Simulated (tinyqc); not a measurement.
Bias-temperature instability from a Gaussian distribution of capture and emission barriers. Changing the recovery time t_r. Computed by tinyqc, a small Python program. Command: `OMP_NUM_THREADS=1 python tinyqc.py 3006529 3006530 out.jsonl bti sweep`. One thread of a shared host (Intel(R) Xeon(R) Processor @ 2.30GHz), about 0.02 s of CPU time with the checks.

Each trap has a capture time tau_0 exp(E_c/(k_B T)) under stress and an emission time tau_0 exp(E_e/(k_B T)) after it. E_c is Gaussian, and E_e = E_c + d with d Gaussian and independent. A trap counts as filled once t_s exceeds its capture time and as emptied once t_r exceeds its emission time.

Inputs (values chosen for the exercise, for a model p-channel transistor):
```
quantity,value,unit
shift with all traps filled V_max,240,mV
mean capture barrier at zero field mu_c,1.53,eV
spread of capture barriers sigma_c,0.27,eV
lowering of mu_c per field k_F,0.041,eV/(MV/cm)
oxide field F,5.7,MV/cm
"mean of E_e - E_c at the stress field, delta",-0.25,eV
"spread of E_e - E_c, sigma_d",0.3,eV
time constant tau_0,4e-10,s
temperature T,85,C
stress time t_s,6000,s
```

Constants: k_B = 8.617333262e-05 eV/K.

Method:
- Demarcation energies E_s = k_B T ln(t_s/tau_0), E_r = k_B T ln(t_r/tau_0); mean barrier mu = mu_c - k_F F; z = (E_s - mu)/sigma_c; Phi is the standard normal distribution.
- Temperatures in kelvin are T(C) + 273.15.
- Shift without recovery dV0 = V_max Phi(z); local time exponent n = d ln dV0/d ln t_s = (k_B T/sigma_c) exp(-z^2/2)/(sqrt(2 pi) Phi(z)); apparent activation energy n E_s.
- Remaining shift dV = V_max int_(-infinity)^(E_s) g(E_c) [1 - Phi((E_r - E_c - delta)/sigma_d)] dE_c, g the Gaussian density of E_c (Gauss-Legendre, 120 points over 7 sigma_c below E_s).

One run for each value:
```
recovery time t_r (s),remaining shift dV (mV),remaining share dV/dV0,E_r (eV)
1.00e-07,19.466,0.88891,0.1704
1.00e-05,17.154,0.78333,0.3125
1.00e-03,13.877,0.63371,0.4547
1.00e-01,10.042,0.45858,0.5968
1.00e+01,6.353,0.29010,0.7389
1.00e+03,3.448,0.15744,0.8811
1.00e+05,1.581,0.07222,1.0232
```

Over the rows, remaining shift dV (mV) falls from 19.5 to 1.58 (exponent d ln y / d ln x -0.027 between the first rows and -0.17 between the last); remaining share dV/dV0 falls from 0.889 to 0.0722 (exponent d ln y / d ln x -0.027 between the first rows and -0.17 between the last); E_r (eV) rises from 0.170 to 1.02 (exponent d ln y / d ln x 0.13 between the first rows and 0.032 between the last). Each decade of t_r moves E_r by k_B T ln 10 through a broad distribution, so recovery spreads over many decades.
